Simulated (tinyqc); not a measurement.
Small-signal admittance of a forward-biased p+-n diode: effect of the width of the neutral base.

Holes injected into a neutral base of width wb with an ohmic contact at its end; low injection, p0 far above the equilibrium density. A small voltage v exp(i w t), w = 2 pi f, modulates the edge density by p0 v/Vt, and the small-signal density obeys Dp d2p/dx2 = (1/tau + i w) p.

L = sqrt(Dp tau); direct current J = (q Dp p0/L) coth(wb/L); k = sqrt(1 + i w tau)/L; diffusion admittance Y = (q Dp p0/Vt) k coth(k wb) = G + i w C_diff; junction capacitance C_j = sqrt(q eps0 eps_r Nd/(2 Vr)) in the depletion approximation, with the remaining barrier Vr = Vt ln(Na/p0), a rough value under forward bias; base-width modulation is left out. Measured admittance 1/[Rs + 1/(Y + i w C_j)].

Inputs (values chosen for the exercise); permittivity close to that of gallium arsenide: temperature T = 350 K; relative permittivity eps_r = 12.9; donor density of the base Nd = 1.5e15 cm^-3; hole diffusion coefficient Dp = 5.9 cm^2/s; hole lifetime tau = 1e-6 s; excess hole density at the junction edge p0 = 3.3e12 cm^-3; acceptor density of the p+ side Na = 9e18 cm^-3; series resistance Rs = 0.0043 ohm cm^2; signal frequency f = 2.5e5 Hz.

Constants: q = 1.602176634e-19 C, kB = 1.380649e-23 J/K, Vt = kB T/q, eps0 = 8.8541878128e-14 F/cm where lengths are in cm. Results are converted to the units shown.

The same in every row: w tau = 1.5708; C_j (uF/cm^2) = 0.017524.

Result of one run:
```
G (S/cm^2)  C_diff (uF/cm^2)  measured G (S/cm^2)  measured C (uF/cm^2)  phase of the measured Y (degrees)
0.86260            7.0097e-4              0.85941              0.018090                             1.8938
```

Which width of the neutral base wb gave this result: 1.2, 9.5, 19 or 37 um?

wb = 1.2 um.

The whole series:
```
wb (um)  G (S/cm^2)  C_diff (uF/cm^2)  measured G (S/cm^2)  measured C (uF/cm^2)  phase of the measured Y (degrees)
1.2         0.86260         7.0097e-4              0.85941              0.018090                             1.8938
2.4         0.43235         0.0014006              0.43155              0.018854                             3.9259
4.8         0.21829         0.0027902              0.21809              0.020276                             8.3087
9.5         0.11450         0.0054385              0.11445              0.022940                             17.476
19         0.066046          0.010219             0.066036              0.027727                             33.406
37         0.051085          0.015887             0.051085              0.033396                             45.760
74         0.050863          0.017815             0.050865              0.035323                             47.488
150        0.050937          0.017797             0.050939              0.035306                             47.432
```

As wb goes from 1.2 to 150, G goes from 0.8626 through a minimum of 0.05086 (at wb = 74 among the rows listed) to 0.05094 S/cm^2, C_diff rises from 7.01e-4 to 0.0178 uF/cm^2 and the measured C rises from 0.0181 to 0.0353 uF/cm^2. C_diff exceeds C_j for wb = 74, 150.

tinyqc, about 0.01 s, one thread, Intel Xeon 2.30GHz (shared host): `OMP_NUM_THREADS=1 python tinyqc.py 2890116 2890117 out.jsonl`
